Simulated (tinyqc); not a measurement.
What moves the results: sp3s* tight binding. A value that a table varies takes the place of the one given here.

sp3s* tight binding, nearest neighbours only: anion (a) at 0, cation (c) at a/4 (1,1,1), orbitals s, px, py, pz, s* on each; k in units of 2 pi/a. With phases e_j = exp(i (pi/2) k.n_j) for n = (1,1,1), (1,-1,-1), (-1,1,-1), (-1,-1,1): g0 = (e1+e2+e3+e4)/4, g1 = (e1+e2-e3-e4)/4, g2 = (e1-e2+e3-e4)/4, g3 = (e1-e2-e3+e4)/4. The diagonal holds the levels Esa, Epa, Exa (s*) and Esc, Epc, Exc. Anion-cation block: <sa|sc> = Vss g0; <sa|xc> = Vsapc g1; <xa|sc> = -Vscpa g1; <xa|xc> = Vxx g0; <xa|yc> = <ya|xc> = Vxy g3, <xa|zc> = <za|xc> = Vxy g2, <ya|zc> = <za|yc> = Vxy g1; <s*a|xc> = Vxapc g1; <xa|s*c> = -Vpaxc g1; y and z take g2 and g3 in place of g1; s-s* and s*-s* vanish.

Inputs chosen for the exercise (near a published set for GaSb, fitted to gaps, whose masses and valley positions are rough; shifted at random, so the results belong to these values and not to a real crystal):

| symbol | value | unit | meaning |
|---|---|---|---|
| Esa | -7.293 | eV | s level of the anion |
| Epa | 0.845 | eV | p level of the anion |
| Esc | -3.877 | eV | s level of the cation |
| Epc | 2.953 | eV | p level of the cation |
| Exa | 6.678 | eV | s* level of the anion |
| Exc | 6.028 | eV | s* level of the cation |
| Vss | -6.214 | eV | s-s |
| Vxx | 1.6 | eV | px-px |
| Vxy | 4.097 | eV | px-py |
| Vsapc | 5.017 | eV | s anion, p cation |
| Vscpa | 4.659 | eV | s cation, p anion |
| Vxapc | 4.945 | eV | s* anion, p cation |
| Vpaxc | 4.265 | eV | p anion, s* cation |
| eta | 1.8 |  | scaling exponent |
| D001 | 0.95 |  | ratio -ezz/exx |

## What the s* orbital does

The s* couplings Vxapc and Vpaxc are scaled by f; f = 0 is the plain sp3 model. Gaps from the top of the valence band at Gamma; the Delta value is the minimum on (x,0,0), 0.5 <= x <= 1.

Gaps (eV):

| f | Gamma | Delta | L | x of the minimum |
|---|---|---|---|---|
| 0.00 | 0.8764 | 3.0196 | 2.3456 | 0.500 |
| 0.25 | 0.8764 | 2.9046 | 2.2227 | 0.500 |
| 0.50 | 0.8764 | 2.6059 | 1.9057 | 0.500 |
| 0.75 | 0.8764 | 2.0160 | 1.4891 | 0.942 |
| 0.90 | 0.8764 | 1.5500 | 1.2215 | 0.863 |
| 1.00 | 0.8764 | 1.2128 | 1.0420 | 0.851 |
| 1.10 | 0.8764 | 0.8516 | 0.8637 | 0.854 |

The gap at Gamma stays, since g1 to g3 vanish there. From f = 0 to 1 the s* levels lower the Delta value by 1.807 eV and L by 1.304 eV. For f = 0, 0.25 and 0.5 the least value lies at x = 0.5, the end of the range: any valley further out lies above that value until s* has lowered it enough. The lowest of the three is Gamma at both f = 0 and f = 1.

## Hydrostatic strain (sp3s* tight binding, strained)

Strain e moves each bond vector to d = (1 + e) d0 (no internal displacement for the diagonal strains used here) and k is given in fractions of the strained reciprocal cell, so the phases stay. Two-centre values Vss_sigma = Vss/4, Vsp_sigma = sqrt3 V/4 for each s-p and s*-p pair, Vpp_sigma = (Vxx + 2 Vxy)/4, Vpp_pi = (Vxx - Vxy)/4 are scaled by (d0/d)^eta and combined with the new direction cosines; the levels on the diagonal stay.

exx = eyy = ezz = e. Gaps as measured from the top of the valence band; the deformation potentials are (gap(0.01) - gap(-0.01))/0.06.

Gaps (eV):

| e | Gamma | Delta | L | x of the minimum |
|---|---|---|---|---|
| -0.03 | 1.2907 | 1.2301 | 1.2361 | 0.837 |
| -0.02 | 1.1484 | 1.2260 | 1.1690 | 0.841 |
| -0.01 | 1.0103 | 1.2203 | 1.1043 | 0.845 |
| 0.00 | 0.8764 | 1.2128 | 1.0420 | 0.851 |
| 0.01 | 0.7465 | 1.2029 | 0.9821 | 0.858 |
| 0.02 | 0.6203 | 1.1904 | 0.9245 | 0.867 |
| 0.03 | 0.4979 | 1.1750 | 0.8691 | 0.880 |

gap deformation potentials (eV): Gamma -4.398, Delta -0.290, L -2.036

Per unit of volume strain the gaps move by -4.40 (Gamma), -0.29 (Delta) and -2.04 eV (L). The lowest valley changes from the Delta line to Gamma between e = -0.03 and -0.02. These potentials follow from the one exponent eta, which fitted models replace by one for each integral; with it the sizes are rough, the sign for Delta can be wrong (in Si, Ge and the III-V crystals measured values are small and positive), and the pressures at which valleys cross, and which valley takes over, are rough too. A gap of zero, where one is listed, marks an s level that has sunk below the valence top.

## Biaxial strain splits the top of the valence band (sp3s* tight binding, strained)

No spin-orbit coupling; k = 0; exx = eyy = e, ezz = -D001 e. The four bonds keep equal lengths, and the sums over them give Vxx(e) for px and py and Vzz(e) for pz; each level is the lower root of [[Epa, V], [V, Epc]], and the s level the upper root of the s block. The shear potential b follows from E(x,y) - E(z) = 3 b (exx - ezz), taken as the slope between e = -0.005 and 0.005.

Couplings and levels at Gamma (eV):

| e | ezz | Vxx(e) | Vzz(e) | E(x,y) | E(z) | E(x,y) - E(z) (meV) | upper s level |
|---|---|---|---|---|---|---|---|
| -0.020 | 0.0190 | 1.5106 | 1.8384 | 0.0571 | -0.2201 | 277.2 | 0.9339 |
| -0.010 | 0.0095 | 1.5561 | 1.7179 | 0.0196 | -0.1165 | 136.1 | 0.8969 |
| -0.005 | 0.0047 | 1.5782 | 1.6586 | 0.0012 | -0.0662 | 67.4 | 0.8783 |
| 0.005 | -0.0047 | 1.6214 | 1.5420 | -0.0349 | 0.0312 | -66.0 | 0.8405 |
| 0.010 | -0.0095 | 1.6424 | 1.4847 | -0.0525 | 0.0782 | -130.7 | 0.8215 |
| 0.020 | -0.0190 | 1.6833 | 1.3721 | -0.0870 | 0.1688 | -255.8 | 0.7830 |

b = -2.281 eV

Under tension in the plane (e > 0) the bonds tilt towards the plane, Vxx grows to 1.6424 and Vzz falls to 1.4847 eV at e = 0.01, and the pz state forms the top of the valence band, by 130.7 meV; under compression (e = -0.01) the px, py pair does, by 136.1 meV. The slope gives b = -2.28 eV, a rough value, since on-site strain terms are left out (measured values lie near -2 eV).

## What each parameter does

Gaps from the top of the valence band at Gamma; Delta is the minimum on (x,0,0), 0.5 <= x <= 1. Each row changes one parameter from the base and keeps the others.

Results:

| case | Ev (eV) | gap Gamma (eV) | gap Delta (eV) | gap L (eV) |
|---|---|---|---|---|
| base | -0.0170 | 0.8764 | 1.2128 | 1.0420 |
| Epc = 3.153 eV | 0.0263 | 0.8332 | 1.2008 | 1.0259 |
| Vsapc = 4.817 eV | -0.0170 | 0.8764 | 1.1739 | 0.9861 |
| Epa = 0.645 eV | -0.1737 | 1.0332 | 1.3124 | 1.1659 |
| Vxy = 4.397 eV | -0.0170 | 0.8764 | 1.2128 | 0.9527 |
| Exa = 6.978 eV | -0.0170 | 0.8764 | 1.2468 | 1.0645 |
| Esa = -6.993 eV | -0.0170 | 0.9883 | 1.2215 | 1.0953 |

The largest shifts from the base row, up to three for each result and ties (the steps differ in size, so this ranks the rows, not the parameters). Ev (eV): Epa -0.1568, Epc +0.0432; unchanged at the printed digits by Vsapc, Vxy, Exa and Esa. gap Gamma (eV): Epa +0.1568, Esa +0.1119, Epc -0.0432; unchanged at the printed digits by Vsapc, Vxy and Exa. gap Delta (eV): Epa +0.0997, Vsapc -0.0388, Exa +0.0341; unchanged at the printed digits by Vxy. gap L (eV): Epa +0.1239, Vxy -0.0893, Vsapc -0.0559. Vsapc, Vxy and Exa cannot move Ev or the gap at Gamma, whose blocks do not hold them; s parameters never move Ev, and move the gap only where the lowest empty level at Gamma is s-like.

Run: tinyqc, `OMP_NUM_THREADS=1 python tinyqc.py 1452366 1452367 out.jsonl`; Intel(R) Xeon(R) Processor @ 2.30GHz, one thread, shared host; about 0.1 s of CPU time with all checks.
